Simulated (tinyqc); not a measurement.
Worked calculation: lateral field, substrate current, probability of reaching the oxide barrier and hot-carrier lifetime of a silicon transistor (pseudo-two-dimensional and lucky-electron models). Computed by tinyqc, a small Python program that keeps every step. Command: `OMP_NUM_THREADS=1 python tinyqc.py 3021765 3021766 out.jsonl hotcar walk`. One thread of a shared host (Intel(R) Xeon(R) Processor @ 2.30GHz), about 0.01 s of CPU time with the checks. Intermediate numbers are printed to about 7 digits and carried at full precision; extremes and crossings named in words are read from the listed rows.

Local-field models: a lucky carrier gains its energy at the peak field over a path free of collisions. Voltages are magnitudes.

Inputs (values chosen for the exercise, modelled on a silicon n-channel):
```
quantity,value,unit
channel length L,270,nm
oxide thickness t,6.2,nm
junction depth x_j,56,nm
mobility mu,380,cm^2/(V s)
saturation velocity v_s,0.86,1e7 cm/s
threshold voltage V_T,0.4,V
gate voltage V_G,1.8,V
drain voltage V_D,3,V
ionisation prefactor A_i,2.2e+06,1/cm
ionisation field B_i,1.7,MV/cm
hot-carrier mean free path lambda,8.3,nm
oxide barrier phi_b,3.1,eV
interface-trap threshold phi_it,3.8,eV
lifetime constant H,50,s microampere/micrometre
length of the depleted extension L_n,21,nm
```

Drain: lightly doped extension.

Constants: eps_0 = 8.8541878128e-12 F/m.

## Saturation point and current

C_ox = 3.9 eps_0/t; F_sat = 2 v_s/mu; V_Dsat = V_ov F_sat L/(V_ov + F_sat L), V_ov = V_G - V_T; I_D/W = C_ox v_s (V_ov - V_Dsat).

F_sat = 45.26316 kV/cm

V_Dsat = 0.6525090 V

drain current I_D/W = 358.0355 microampere/micrometre

## Peak lateral field

Scale length l = 0.22 t^(1/3) x_j^(1/2) (all in cm); F_m = sqrt(((V_D - V_Dsat)/l_e)^2 + F_sat^2), with l_e = l + L_n; length of the velocity-saturated region l_e ln((V_D - V_Dsat)/(l_e F_sat) + F_m/F_sat).

scale length l = 44.39294 nm

peak field F_m = 361.8246 kV/cm

velocity-saturated length = 180.9997 nm

energy gained over one free path, e lambda F_m = 0.3003144 eV

The field rises from F_sat to F_m as cosh(x/l_e), a factor 8.0, over 67 % of L. Caution: the empirical formula for l was fitted to oxides of about 15 nm or more; for thinner ones it is an extrapolation. Caution: the saturated region fills most of the channel, so the split into two regions is rough. Caution: e V_D is below phi_b or phi_it, so the available energy, not the field, limits hot carriers, and the lucky-electron formulas overstate them.

## Hot-carrier currents and lifetime

Substrate current I_sub/I_D = (A_i/B_i)(V_D - V_Dsat) exp(-B_i/F_m); probability of reaching the oxide barrier exp(-phi_b/(e lambda F_m)); lifetime tau = (H/(I_D/W)) exp(phi_it/(e lambda F_m)).

I_sub/I_D = 0.02767481

substrate current I_sub/W = 9.908564 microampere/micrometre

probability of reaching phi_b = 3.288434e-05

lifetime tau = 43686.54 s

exponent m = phi_it/(e lambda B_i) = 2.693125

Since both exponentials depend on 1/F_m, tau I_D scales about as (I_sub/I_D)^(-m) with m = 2.69, which lets I_sub serve as the monitor. The lifetime is 1.38e-4 times ten years (3.156e8 s).

## Substrate current against gate voltage

The formulas are those given above.

At the given drain voltage:
```
V_G (V),V_Dsat (V),I_D/W (microampere/micrometre),F_m (kV/cm),I_sub/W (microampere/micrometre),tau (s)
0.55,0.1336018,7.8544,440.6653,0.61518,207003.9
0.69,0.2343822,26.6400,425.3382,1.75188,88747.0
0.92,0.3647855,74.3451,405.5155,3.83173,53820.6
1.20,0.4834982,151.5990,387.4805,6.13874,44639.8
1.60,0.6054759,284.7669,368.9616,8.80359,43001.7
2.00,0.6928758,434.4971,355.7010,10.89959,44760.2
2.40,0.7585756,594.6212,345.7381,12.62714,47393.5
2.90,0.8208428,804.2878,336.3004,14.46482,50809.0
3.30,0.8597804,977.2305,330.4011,15.77141,53323.6
```

I_sub rises over the whole table: the growing drain current outweighs the fall of F_m. The shortest lifetime among the rows lies at V_G = 1.6 V, below that of the largest I_sub, since tau depends more steeply on the field.

## Extrapolating accelerated tests

V_10 solves tau = 3.156e8 s at the given V_G. The extrapolation fits ln(tau) against 1/V_D at 1, 1.08, 1.16 and 1.25 times the given V_D (rounded to 3 digits) by least squares and reads off the same tau.

Stress points:
```
V_D (V),1/V_D (1/V),tau (s)
3.00,0.3333333,43686.54
3.24,0.3086420,13726.25
3.48,0.2873563,5231.03
3.75,0.2666667,2107.18
```

ten-year drain voltage V_10 = 2.010643 V

V_10 from the 1/V_D extrapolation = 1.890294 V

The extrapolation is 120 mV below the true value: ln(tau) is nearly linear in 1/(V_D - V_Dsat), not in 1/V_D, so the straight line errs on the safe side when one extrapolates down. At V_10 the available energy e V_D is below phi_it, so the model understates the lifetime there.

Checks made by the program: voltage drop as the integral of F_sat cosh(x/l_e) over the saturated length (relative difference below 1e-10).
